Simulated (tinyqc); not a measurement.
Band gaps under pressure and temperature from deformation potentials, step by step. Values are carried at full precision from step to step, so a last printed digit may differ when a step is redone from the rounded ones.

Murnaghan: V/V0 = (1 + Bp P/B0)^(-1/Bp), B0 = (C11 + 2 C12)/3. Each gap moves by a ln(V/V0) with its volume potential a, and falls with temperature by aV T^2/(T + bV) (Varshni); the two effects are added. No change of phase is considered.

Values chosen for the exercise (near those of Ge, the X and L potentials typical of such crystals; not measured data): C11 = 129.5 GPa; C12 = 48.3 GPa; Bp = 4.18 (pressure derivative of the bulk modulus); P = 1.6 GPa (pressure); Eg = 0.884 eV (gap at Gamma to the s-like level at 0 K, 0 GPa); EgX = 0.938 eV (gap to X at 0 K, 0 GPa); EgL = 0.744 eV (gap to L at 0 K, 0 GPa); aG = -9.62 eV (volume potential of the Gamma gap); aX = 1.41 eV (volume potential of the X gap); aL = -2.72 eV (volume potential of the L gap); aV = (0.573, 0.463, 0.477) meV/K (Varshni alpha of Gamma, X, L); bV = (281, 225, 251) K (Varshni beta of Gamma, X, L); T = 300 K (temperature); aT = 5.9 1e-6/K (linear thermal expansion near 300 K).

## Volume under pressure

Give B0, V/V0, ln(V/V0), the change of the lattice constant and the linear estimate -P/B0.

B0 = 75.37 GPa
V/V0 = 0.97987
ln(V/V0) = -0.02034
change of a = -0.676 %
-P/B0 = -0.02123

The stiffening under pressure makes the compression 4.2 % smaller than the linear estimate.

## Gaps at P and T

Give both shifts and the gaps.

pressure shifts (eV): Gamma 0.1957, X -0.0287, L 0.0553

temperature shifts (eV): Gamma -0.0888, X -0.0794, L -0.0779

gaps (eV): Gamma 0.9909, X 0.8299, L 0.7214

The lowest valley is L (indirect gap), 109 meV below X; at 0 K and 0 GPa it is L.

## Pressure coefficients

Expand in P: E = E0 + c1 P + c2 P^2 with c1 = -a/B0 and c2 = a Bp/(2 B0^2).

c1 (meV/GPa): Gamma 127.64, X -18.71, L 36.09

c2 (meV/GPa^2): Gamma -3.540, X 0.519, L -1.001

Gamma and L rise under pressure and X falls, as the signs of the volume potentials say.

## Pressures at which the valleys cross

Two gaps meet at ln(V/V0) = -(E_i - E_j)/(a_i - a_j), with the gaps at T and P = 0; then P = (B0/Bp)(exp(-Bp ln(V/V0)) - 1). A dash marks expansion or a compression beyond ln(V/V0) = -0.3.

Crossings:
```
pair     E_i - E_j (eV)  ln(V/V0)  P (GPa)
Gamma-X         -0.0634   -0.0057     0.44
Gamma-L          0.1292    0.0187        -
L-X             -0.1925   -0.0466     3.88
```

The lowest valley changes at 3.88 GPa (L to X).

## How much of dE/dT is thermal expansion

At 300 K: dE/dT = -aV T (T + 2 bV)/(T + bV)^2; expansion alone gives 3 aT a; the rest is electron-phonon coupling.

dE/dT (meV/K): Gamma -0.4390, X -0.3780, L -0.3780

from expansion (meV/K): Gamma -0.1703, X 0.0250, L -0.0481

remainder (meV/K): Gamma -0.2687, X -0.4029, L -0.3299

Expansion supplies 39 % of the slope at Gamma and 13 % at L; at X it works against the fall.

## Checks

- Slope of the Gamma gap at P = 0 by finite differences against c1 (meV/GPa): both 127.64.

Program tinyqc; command `OMP_NUM_THREADS=1 python tinyqc.py 1050309 1050310 out.jsonl`; about 0.01 s on one thread of a shared Intel(R) Xeon(R) Processor @ 2.30GHz.
